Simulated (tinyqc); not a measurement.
Decay of LO phonons and the hot-phonon bottleneck in the cooling of electrons: one step, computed by the program tinyqc.

n(E, T) = 1/(exp(E/(k_B T)) - 1) is the Bose occupation. Electrons have a temperature T_e; the LO modes within their reach share one occupation N; the decay products stay at the lattice temperature.

Problem. Electron and phonon temperatures in closed form. Net emission per electron: [(N + 1) x - N]/tau_sp with x = exp(-hbar omega/(k_B T_e)), a simple two-level balance; steady state of the modes: n [(N + 1) x - N]/tau_sp = N_m (N - N_0)/tau; power per electron P = hbar omega [(N + 1) x - N]/tau_sp. With p = P tau_sp/(hbar omega): N = N_0 + r p and x = (p + N)/(N + 1); without hot phonons N = N_0. The mode temperature T_LO solves n(hbar omega, T_LO) = N.

Inputs (values chosen for the exercise, modelled on aluminium nitride): LO energy hbar omega = 109 meV; lattice temperature T = 150 K; power supplied per electron P = 0.86 nW.

Decay channel: two equal phonons plus a three-phonon channel.

emission time tau_sp = 4.662882 fs

equilibrium LO occupation N_0 = 2.176986e-04

bottleneck ratio r = 62.66966

Constants: e = 1.602176634e-19 C; k_B = 8.617333262e-05 eV/K.

Give: reduced power p; LO occupation N; electron temperature T_e; T_e without hot phonons; mode temperature T_LO.

Solution.

reduced power p = 2.296e-04

LO occupation N = 0.01461

electron temperature T_e = 299.4 K

T_e without hot phonons = 164.0 K

mode temperature T_LO = 298.3 K

Caution: alpha is above 1/2, so hbar/tau_sp exceeds hbar omega and the emission time, a weak-coupling result, is only rough.
